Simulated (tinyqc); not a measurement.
All-pass ring resonator: one step of the calculation.

A ring of length L = 2 pi Rr coupled to one bus waveguide: round-trip amplitude a = 10^(-al L/20), self-coupling t = sqrt(1 - k2). At detuning d from the resonance the round-trip phase is p = 2 pi d/FSR and the transmission T = (a^2 - 2 a t cos p + t^2)/(1 - 2 a t cos p + a^2 t^2). Lossless coupler, linear absorption only.

Task. Thermal shift of the resonance. T is the transmission at d = dl - s, p = 2 pi d/FSR; out = (lam dT/ng) Rt fa (1 - T) Pin; s(new) = out.

Values chosen for this exercise; values close to those of silicon waveguides:

| symbol | value | unit | meaning |
|---|---|---|---|
| lam | 1310 | nm | cold resonance wavelength |
| ng | 4.22 |  | group index |
| dT | 0.00017 | 1/K | thermo-optic change of the effective index |
| Rt | 2.2 | K/mW | thermal resistance |
| fa | 0.74 |  | share of the loss that heats the ring |
| Pin | 0.53 | mW | input power |
| dl | 44 | pm | laser detuning from the cold resonance |

s after iteration 1 = 6.0576530 pm
a = 0.96727213
t = 0.99095913
FSR = 3.2360877 nm

Find: d; T; out; s after iteration 2.

Result.

d = 37.94 pm
T = 0.8325
out = 7.626 pm
s after iteration 2 = 7.626 pm

Computed by the program tinyqc: `OMP_NUM_THREADS=1 python tinyqc.py 2650121 2650122 out.jsonl`, one thread of a shared Intel Xeon 2.30GHz, about 0.01 s for the whole run.
